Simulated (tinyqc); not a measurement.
# Tunnelling through a gate dielectric, WKB transmission and Tsu-Esaki current: several studies

Electrons leave the emitter at x = 0. Energies E (motion across the layers) are in eV from the emitter Fermi level; the collector Fermi level lies at -V and offers states at every E. No charge in the dielectric and no image force: F1 = V/t1, U = phi1 - F1 x. With C = hbar^2/(2 m0), kappa = sqrt(m (U - E)/C) where U > E and 0 elsewhere; T(E) = exp(-S), S = 2 times the integral of kappa over x.

Inputs (values chosen for the exercise); dielectric values close to those of aluminium oxide: temperature T = 300 K; Fermi energy of the emitter above its band bottom Ef = 0.21 eV; emitter mass in the supply function me = 0.53 m0; barrier of layer 1 above the emitter Fermi level at zero bias phi1 = 2.5 eV; tunnelling mass of layer 1 m1 = 0.4 m0; thickness of layer 1 t1 = 1.9 nm; voltage across the dielectric V = 0.6 V.

Constants: q = 1.602176634e-19 C, kB = 1.380649e-23 J/K, hbar = 1.054571817e-34 J s, m0 = 9.1093837015e-31 kg, Vt = kB T/q, hbar^2/(2 m0) = 0.0380998212 eV nm^2. Results are converted to the units shown.

Each table varies one quantity; the others keep the values above.

## Effect of the tunnelling mass m1

Each layer adds (2/F) sqrt(m/C) [G(u at its left edge) - G(u at its right edge)] to S, with u = U - E (0 where negative) and G(u) = (2/3) u^1.5. J = J0 times the integral of T(E) N(E) dE, N = ln[(1 + exp(-E/Vt))/(1 + exp((-E - V)/Vt))], J0 = q^2 me m0 kB T/(2 pi^2 hbar^3) (times 1e-4 for A/cm^2 per eV), from E = -Ef to far above the barrier (T = 1 there), by quadrature converged to the digits shown.

Effect of the tunnelling mass m1:
```
m1 (m0),S at E = 0,T(E = 0),J (A/cm^2),mean E of the current (eV)
0.12,9.995,4.562e-5,6778,-0.1256
0.15,11.17,1.402e-5,2015,-0.1246
0.2,12.90,2.489e-6,341.0,-0.1232
0.25,14.43,5.427e-7,71.30,-0.1219
0.31,16.06,1.055e-7,13.25,-0.1205
0.4,18.25,1.188e-8,1.408,-0.1186
0.5,20.40,1.378e-9,0.1543,-0.1166
0.63,22.90,1.132e-10,0.01188,-0.1144
```

J falls from 6780 to 0.0119 A/cm^2. S goes as m1^(0.50): kappa is proportional to the square root of the mass.

## Effect of the thickness t1 at fixed voltage

Same model as above.

Effect of the thickness t1 at fixed voltage:
```
t1 (nm),S at E = 0,T(E = 0),J (A/cm^2),mean E of the current (eV)
1.1,10.56,2.581e-5,3773,-0.1251
1.39,13.35,1.593e-6,215.5,-0.1228
1.67,16.04,1.082e-7,13.60,-0.1205
1.96,18.82,6.676e-9,0.7792,-0.1181
2.24,21.51,4.535e-10,0.04933,-0.1156
2.53,24.30,2.799e-11,0.002835,-0.1131
2.81,26.99,1.901e-12,1.800e-4,-0.1105
3.1,29.77,1.173e-13,1.038e-5,-0.1078
```

What does the comparison show?

J falls from 3770 to 1.04e-5 A/cm^2: 4.29 decades a nanometre between the first two rows and 4.27 between the last two. The exponent S alone gives dS/dt/ln 10 = 4.17 and 4.17.

## Current against voltage

Same model as above.

Current against voltage:
```
V (V),S at E = 0,T(E = 0),J (A/cm^2),mean E of the current (eV)
0.2,19.07,5.207e-9,0.6134,-0.1177
0.52,18.42,1.003e-8,1.194,-0.1187
0.85,17.70,2.046e-8,2.388,-0.1181
1.17,16.97,4.261e-8,4.861,-0.1173
1.5,16.16,9.601e-8,10.64,-0.1163
1.82,15.30,2.269e-7,24.24,-0.1150
2.15,14.30,6.154e-7,62.23,-0.1131
2.47,13.12,2.007e-6,182.3,-0.1090
2.8,11.59,9.276e-6,787.8,-0.1059
```

What does the table show?

J rises from 0.613 to 788 A/cm^2, by 0.904 decades a volt between the first two rows and 1.93 between the last two. From V = 2.8 V on (among the rows) a band edge falls below the emitter Fermi level, so electrons at E = 0 no longer cross the full thickness. In 3 of the 9 rows the field exceeds 10 MV/cm (up to 14.7), more than most dielectrics sustain; the model ignores breakdown.

Computed by the program tinyqc: `OMP_NUM_THREADS=1 python tinyqc.py 2540044 2540045 out.jsonl`, one thread of a shared Intel Xeon 2.30GHz, about 0.03 s for the whole run.
